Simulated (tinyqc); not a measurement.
Inside a calculation. Method: Pariser-Parr-Pople SCF with singles CI, for the molecule O=C1C=CC(=O)C(F)=C1 (SMILES; centres numbered as the heavy atoms are written). One step of it, computed by the program tinyqc.

Problem. Iteration 1: Fock matrix. F_rr = H_rr + P_rr gamma_rr / 2 + sum_(s != r) P_ss gamma_rs; F_rs = H_rs - P_rs gamma_rs / 2; E = tr P (H + F) / 2 + core repulsion sum_(r<s) z_r z_s gamma_rs.

P at the start:
```
           1O         2C         3C         4C         5C         6O         7C         8F
1O   1.319264   0.692585   0.000000  -0.261368   0.000000   0.325408  -0.163886   0.345869
2C   0.692585   1.000000   0.440431   0.000000  -0.108933   0.000000   0.000000  -0.151280
3C   0.000000   0.440431   1.000000   0.817855   0.000000  -0.346413  -0.130892   0.000000
4C  -0.261368   0.000000   0.817855   1.000000   0.456730   0.000000   0.000000   0.032984
5C   0.000000  -0.108933   0.000000   0.456730   1.000000   0.793588   0.386975   0.000000
6O   0.325408   0.000000  -0.346413   0.000000   0.793588   1.000000   0.000000  -0.371631
7C  -0.163886   0.000000  -0.130892   0.000000   0.386975   0.000000   1.000000   0.680607
8F   0.345869  -0.151280   0.000000   0.032984   0.000000  -0.371631   0.680607   1.374691
9C  -0.312584   0.539996   0.000000  -0.230457   0.000000  -0.078841   0.585691  -0.338633

           9C
1O  -0.312584
2C   0.539996
3C   0.000000
4C  -0.230457
5C   0.000000
6O  -0.078841
7C   0.585691
8F  -0.338633
9C   1.306045
```

core matrix H (eV):
```
            1O          2C          3C          4C          5C          6O          7C          8F
1O  -56.438714   -2.340000    0.000000    0.000000    0.000000    0.000000    0.000000    0.000000
2C   -2.340000  -59.112166   -2.390000    0.000000    0.000000    0.000000    0.000000    0.000000
3C    0.000000   -2.390000  -55.833590   -2.390000    0.000000    0.000000    0.000000    0.000000
4C    0.000000    0.000000   -2.390000  -56.680401   -2.390000    0.000000    0.000000    0.000000
5C    0.000000    0.000000    0.000000   -2.390000  -62.650545   -2.340000   -2.390000    0.000000
6O    0.000000    0.000000    0.000000    0.000000   -2.340000  -60.479490    0.000000    0.000000
7C    0.000000    0.000000    0.000000    0.000000   -2.390000    0.000000  -66.226629   -2.160000
8F    0.000000    0.000000    0.000000    0.000000    0.000000    0.000000   -2.160000  -82.775514
9C    0.000000   -2.390000    0.000000    0.000000    0.000000    0.000000   -2.390000    0.000000

            9C
1O    0.000000
2C   -2.390000
3C    0.000000
4C    0.000000
5C    0.000000
6O    0.000000
7C   -2.390000
8F    0.000000
9C  -60.219915
```

repulsion gamma_rs (eV):
```
           1O         2C         3C         4C         5C         6O         7C         8F
1O  17.390000   8.325474   5.477862   3.748858   3.332776   2.543573   3.749286   2.931855
2C   8.325474  10.960000   7.500435   5.220619   4.656134   3.332047   5.221236   3.768188
3C   5.477862   7.500435  10.960000   7.497758   5.221236   3.748349   4.655477   3.345666
4C   3.748858   5.220619   7.497758  10.960000   7.501794   5.477173   5.221517   3.768517
5C   3.332776   4.656134   5.221236   7.501794  10.960000   8.321681   7.500435   5.537327
6O   2.543573   3.332047   3.748349   5.477173   8.321681  17.390000   5.476461   4.955674
7C   3.749286   5.221236   4.655477   5.221517   7.500435   5.476461  10.960000   8.540842
8F   2.931855   3.768188   3.345666   3.768517   5.537327   4.955674   8.540842  19.700000
9C   5.477173   7.499845   5.221138   4.655648   5.221833   3.748858   7.500532   5.537444

           9C
1O   5.477173
2C   7.499845
3C   5.221138
4C   4.655648
5C   5.221833
6O   3.748858
7C   7.500532
8F   5.537444
9C  10.960000
```

Centres (angstrom, eV; a flat drawing with bonds scaled to 1.40 angstrom):
```
centre          x          y  core charge z          W   gamma_rr
1O       2.939000  -0.411000              1  17.920000  17.390000
2C       1.576000  -0.092000              1   9.820000  10.960000
3C       1.171000   1.248000              1   9.820000  10.960000
4C      -0.193000   1.567000              1   9.820000  10.960000
5C      -1.150000   0.546000              1   9.820000  10.960000
6O      -2.514000   0.865000              1  17.920000  17.390000
7C      -0.745000  -0.794000              1   9.820000  10.960000
8F      -1.703000  -1.815000              2  44.390000  19.700000
9C       0.618000  -1.113000              1   9.820000  10.960000
```

Give: F; pi energy.

Solution.

F (eV):
```
         1O       2C       3C       4C       5C        6O       7C        8F
1O  -6.6061  -5.2230   0.0000   0.4899   0.0000   -0.4138   0.3072   -0.5070
2C  -5.2230  -1.7430  -4.0417   0.0000   0.2536    0.0000   0.0000    0.2850
3C   0.0000  -4.0417  -3.0853  -5.4560   0.0000    0.6492   0.3047    0.0000
4C   0.4899   0.0000  -5.4560  -4.0748  -4.1031    0.0000   0.0000   -0.0622
5C   0.0000   0.2536   0.0000  -4.1031  -5.1404   -5.6420  -3.8412    0.0000
6O  -0.4138   0.0000   0.6492   0.0000  -5.6420  -10.3644   0.0000    0.9208
7C   0.3072   0.0000   0.3047   0.0000  -3.8412    0.0000  -6.1882   -5.0665
8F  -0.5070   0.2850   0.0000  -0.0622   0.0000    0.9208  -5.0665  -28.2185
9C   0.8560  -4.4149   0.0000   0.5365   0.0000    0.1478  -4.5865    0.9376

         9C
1O   0.8560
2C  -4.4149
3C   0.0000
4C   0.5365
5C   0.0000
6O   0.1478
7C  -4.5865
8F   0.9376
9C  -4.3768
```

pi energy = -166.7907 eV
